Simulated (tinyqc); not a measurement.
Finite-size error of a charged defect in a periodic cell: Madelung and Makov-Payne terms. Inputs raised by 2 %, one at a time. Computed by tinyqc, a small Python program. Command: `OMP_NUM_THREADS=1 python tinyqc.py 3021205 3021206 out.jsonl imagecharge sens`. One thread of a shared host (Intel(R) Xeon(R) Processor @ 2.30GHz), about 0.05 s of CPU time with the checks.

L is the cube root of the cell volume. The defect charge is a Gaussian, rho(r) = q (2 pi sigma^2)^(-3/2) exp(-r^2/2 sigma^2), repeated periodically in a uniform neutralising background and screened by a continuum. The model cell energy is E(L) = E_0 + [periodic - isolated electrostatic energy].

Inputs (values chosen for the exercise, with screening close to that of diamond):

| quantity | value | unit |
|---|---|---|
| charge q | 3 | e |
| cell length L | 14.1 | angstrom |
| dielectric constant eps | 5.59 | - |
| width sigma of the defect charge | 2.1 | angstrom |
| formation energy of the isolated defect E_0 | 2.92 | eV |

Supercell lattice: sc. Screening: isotropic.

Constants: e^2/(4 pi eps_0) = 14.39964548 eV angstrom.

Method:
- Cell vectors: (1,0,0), (0,1,0), (0,0,1), scaled to volume L^3.
- Ewald sum for a unit point charge: scale each Cartesian component of the cell by 1/sqrt(eps_i), giving R', G' and V'; E = [ (1/2) sum erfc(eta R')/R' + (2 pi/V') sum exp(-G'^2/4 eta^2)/G'^2 - eta/sqrt(pi) - pi/(2 V' eta^2) ] e^2/(4 pi eps_0) / sqrt(eps_x eps_y eps_z), over n_i = -6..6, omitting n = (0,0,0), eta = 2/V'^(1/3). alpha = -2 E eps_g L/(e^2/(4 pi eps_0)), eps_g = (eps_x eps_y eps_z)^(1/3).
- Periodic energy of the Gaussian: (2 pi q^2/V) sum_(G != 0) exp(-sigma^2 G^2)/(G.eps.G) x e^2/(4 pi eps_0), n_i = -k..k with k = max(9, L/sigma rounded up). Isolated energy: q^2/(2 sqrt(pi) sigma) <1/(n.eps.n)> e^2/(4 pi eps_0), the mean over directions n, here 1/eps.
- Second radial moment Q = q <r^2> = 3 q sigma^2; E(corrected) = E(L) + q^2 alpha e^2/(4 pi eps_0)/(2 eps L) - 2 pi q Q e^2/(4 pi eps_0)/(3 eps L^3). Errors left are the corrected energies less E_0.

Runs:

| input moved | from | to | finite-size error (eV) | Madelung constant alpha | isolated energy (eV) | error left after the first term (eV) |
|---|---|---|---|---|---|---|
| base run | - | - | -2.103 | 2.837 | 3.114 | 0.2292 |
| cell length L (angstrom) | 14.1 | 14.382 | -2.071 | 2.837 | 3.114 | 0.2159 |
| dielectric constant eps | 5.59 | 5.7018 | -2.062 | 2.837 | 3.053 | 0.2247 |
| width sigma of the defect charge (angstrom) | 2.1 | 2.142 | -2.094 | 2.837 | 3.053 | 0.2384 |

Exponents ln(y'/y) / ln(x'/x):

| input | finite-size error | Madelung constant alpha | isolated energy | error left after the first term |
|---|---|---|---|---|
| cell length L | -0.787 | 0 | 0 | -2.999 |
| dielectric constant eps | -1.000 | 0 | -1 | -1.000 |
| width sigma of the defect charge | -0.223 | 0 | -1 | 1.999 |

Which inputs matter most for each result?

Among the inputs moved here: finite-size error answers most in size to dielectric constant eps (exponent -1.000), next to cell length L (-0.787). Its exponent -1.000 in dielectric constant eps: isotropic screening divides every term by eps. Madelung constant alpha hardly depends on these (all exponents below 0.005). Isolated energy answers most in size to dielectric constant eps (exponent -1.000), and about equally to width sigma of the defect charge (-1.000); its exponent is below 0.0005 for cell length L. Its exponent -1.000 in width sigma of the defect charge: the self-energy goes as 1/sigma. Error left after the first term answers most in size to cell length L (exponent -2.999), next to width sigma of the defect charge (+1.999). Its exponent -2.999 in cell length L: the third-order term goes as 1/L^3. Its exponent +1.999 in width sigma of the defect charge: the third-order term goes as sigma^2.
